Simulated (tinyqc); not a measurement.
## Floating body of a partially depleted SOI transistor: body voltage and kink: output curve and kink

Source at 0 V. Channel current Ic = 2 nf K Vt^2 [F(0) - F(Vd)](1 + la Vd), F(V) = ln^2(1 + exp((Vg - VT - nf V)/(2 nf Vt))), VT = VT0 - gb Vb. Saturation voltage Vs = 2 Vt sqrt(F(0)) + 3 Vt, excess Ve = (Vd - Vs + sqrt((Vd - Vs)^2 + 0.0004 V^2))/2, multiplication M1 = Ai Ve exp(-Bl/Ve). Each junction passes D(v) = J1 (exp(v/Vt) - 1) + J2 (exp(v/(2 Vt)) - 1). Bipolar current Ib = bb J1 (exp(Vb/Vt) - 1). The body settles where M1 (Ic + Ib) = D(Vb) + D(Vb - Vd) + Vb/Rb; drain current Id = (1 + M1)(Ic + Ib) - D(Vb - Vd).

Rows with more than one solution for Vb (latch) are left out; dId/dVd by a forward difference over 1e-4 V, swing = 1e-4 V over the change of log10 Id; M1 under 1e-12 is printed as 0.

Values chosen for this exercise; values of the order met in partially depleted silicon-on-insulator transistors:

| symbol | value | unit | meaning |
|---|---|---|---|
| T | 358 | K | temperature |
| VT0 | 0.38 | V | threshold at zero body voltage |
| gb | 0.24 |  | fall of the threshold per volt of body voltage |
| nf | 1.26 |  | slope factor |
| K | 140 | uA/(V^2 um) | gain factor per width |
| la | 0.04 | 1/V | channel-length modulation factor |
| Ai | 2.13 | 1/V | impact-ionisation prefactor |
| Bl | 7.7 | V | impact-ionisation voltage |
| J1 | 2.7e-11 | uA/um | diffusion saturation current of each junction |
| J2 | 1.9e-7 | uA/um | recombination saturation current of each junction |
| bb | 0 |  | gain of the lateral bipolar transistor on the diffusion current |
| Rb | 1e9 | kohm um | resistance of a weak body tie to the source (1e9 stands for no tie, and the term is then dropped) |
| Vg | 0.86 | V | gate voltage |

Constants: q = 1.602176634e-19 C, kB = 1.380649e-23 J/K, Vt = kB T/q. Results are converted to the units shown.

Output curve and kink:
```
Vd (V)	Vb (V)	M1	Id, floating (uA/um)	Id, grounded (uA/um)	ratio	dId/dVd, floating (uS/um)	dId/dVd, grounded (uS/um)
1.2	0.4171	9.378e-6	19.60	13.42	1.460	16.17	0.5206
1.4	0.5546	1.477e-4	22.06	13.53	1.630	9.142	0.5785
1.6	0.6285	0.001023	23.55	13.66	1.724	6.249	0.7582
1.8	0.6765	0.004118	24.68	13.85	1.782	5.224	1.116
2	0.7112	0.01169	25.70	14.12	1.820	5.155	1.671
2.2	0.7378	0.02632	26.78	14.53	1.844	5.765	2.408
```

What does the table show?

Vb rises from 0.417 to 0.738 V and the ratio of the currents rises from 1.46 to 1.84. The output conductance with a floating body exceeds the grounded value by the largest factor among the rows, 31.1, at Vd = 1.2 V, where Vb = 0.417 V and M1 = 9.38e-6.

Range of the model: The multiplication law is an empirical form chosen for the exercise; self-heating and capacitive coupling to the body are left out, and the linear laws are rough once Vb passes about 0.7 V or M1 about 0.1.

Program tinyqc, `OMP_NUM_THREADS=1 python tinyqc.py 2182173 2182174 out.jsonl`; Intel Xeon 2.30GHz, shared host, one thread, about 0.2 s.
